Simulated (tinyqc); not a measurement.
What moves the results: Lorentz oscillators and the Kramers-Kronig relations. A value that a table varies takes the place of the one given here.

eps(E) = 1 + sum_j S_j/(E0_j^2 - E^2 - i G_j E).

Kramers-Kronig: eps1(E) = 1 + (2/pi) P integral_0^infinity E1 eps2(E1)/(E1^2 - E^2) dE1. Maclaurin rule on the grid E_j = j h, j = 1 .. M: eps1(E_i) = 1 + (4 h/pi) sum over j with j - i odd of E_j eps2(E_j)/(E_j^2 - E_i^2); nothing is added above E_M.

n + i k = sqrt(eps1 + i eps2) with k >= 0; R = ((n - 1)^2 + k^2)/((n + 1)^2 + k^2) at normal incidence from vacuum; alpha = 2 E k/(hbar c), times 1e8 for 1/cm; loss function Im(-1/eps) = eps2/(eps1^2 + eps2^2).

Constants: hbar c = 1973.269805 eV angstrom.

Values chosen for the exercise:
- E0 = (11.68) eV (resonances)
- G = (4.76) eV (widths)
- S = (135.9) eV^2 (strengths)
- h = 0.5 eV (grid step)
- M = 30 (grid points E_j = j h)
- E_t = 2.7 eV (energy below the first line)
- E = 8.3 eV (photon energy)

## Numerical transform against the formula

Every third grid point is listed; the error is the transform minus the formula.

Dielectric function:
```
E (eV),eps2,eps1 formula,eps1 transform,error
1.00,0.035,2.002,1.908,-0.094
2.50,0.095,2.035,1.954,-0.082
4.00,0.174,2.101,2.002,-0.099
5.50,0.298,2.207,2.119,-0.088
7.00,0.517,2.357,2.246,-0.111
8.50,0.955,2.515,2.414,-0.101
10.00,1.801,2.378,2.240,-0.138
11.50,2.468,1.188,1.055,-0.133
13.00,1.720,0.095,-0.125,-0.219
14.50,0.918,0.018,-0.239,-0.257
```

What does this show, and why?

The largest error listed is -0.257 at 14.50 eV. The rule samples every 2h = 1 eV and the narrowest line is 4.76 eV wide, so it is resolved. The grid ends at 15 eV, where eps2 is still 0.750; the error at the last point listed, nearest the missing tail, is -0.257.

## How far the spectrum must be known

The integrals are done by adaptive quadrature and cut at E_cut. f-sum share: (2/pi) integral of E eps2 over sum S. Static share: (2/pi) integral of eps2/E over eps(0) - 1.

Cut integrals:
```
E_cut (eV),eps1(E_t),f-sum share,static share
9.3,1.365,0.107,0.355
12.8,1.815,0.490,0.779
17.5,1.995,0.756,0.954
23.4,2.027,0.846,0.985
35.0,2.038,0.907,0.996
58.4,2.041,0.947,0.999
```

eps1(E_t) from the formula = 2.042

What can be read from the table?

Cut at 12.8 eV, just above the last line, eps1(E_t) lacks 0.227; cut at 58.4 eV it lacks 0.001. At 17.5 eV the static sum has reached 0.954 and the f-sum only 0.756: the f-sum weights eps2 by E and the static sum by 1/E, so the f-sum needs the far tail.

## Optical constants across the spectrum

Spectrum:
```
E (eV),eps1,eps2,n,k,R,loss
1.75,2.015,0.063,1.420,0.022,0.030,0.016
4.14,2.109,0.183,1.454,0.063,0.035,0.041
6.53,2.306,0.433,1.525,0.142,0.046,0.079
8.92,2.534,1.146,1.630,0.351,0.074,0.148
11.31,1.389,2.463,1.452,0.848,0.137,0.308
13.70,-0.013,1.288,0.799,0.806,0.178,0.776
16.09,0.202,0.499,0.609,0.410,0.117,1.721
18.48,0.440,0.240,0.686,0.175,0.045,0.954
20.86,0.590,0.136,0.773,0.088,0.019,0.371
23.25,0.687,0.086,0.831,0.052,0.009,0.179
25.64,0.753,0.058,0.868,0.033,0.005,0.102
28.03,0.799,0.041,0.894,0.023,0.003,0.064
```

What can be read from the table?

Among the energies listed the largest values are at (eV): eps2 11.31; n 8.92; k 11.31; R 13.70; loss 16.09. eps1 crosses zero at 13.50 and 14.27 eV; the last crossing is upward and marks the plasmon, against sqrt(sum S) = 11.66 eV for free electrons.

## What each oscillator parameter does

At the energy E. Each row changes one parameter from the base and keeps the others.

Results:
```
case,eps1,eps2,n,k,R
base,2.499,0.877,1.604,0.273,0.064
E0 = (12.264) eV,2.350,0.654,1.547,0.211,0.053
G = (7.14) eV,2.137,0.998,1.499,0.333,0.057
S = (163.08) eV^2,2.799,1.053,1.701,0.309,0.079
E = 8.715 eV,2.528,1.048,1.623,0.323,0.070
```

What can be read from the table?

The largest shifts from the base row, up to three for each result and ties (the steps differ in size, so this ranks the rows, not the parameters). eps1: G -0.362, S +0.300, E0 -0.149. eps2: E0 -0.223, S +0.175, E +0.171. n: G -0.105, S +0.097, E0 -0.057. k: E0 -0.062, G +0.059, E +0.050. R: S +0.015, E0 -0.011, G -0.008.

(tinyqc, `OMP_NUM_THREADS=1 python tinyqc.py 1652698 1652699 out.jsonl`, Intel(R) Xeon(R) Processor @ 2.30GHz, 1 thread, shared host, about 0.2 s.)
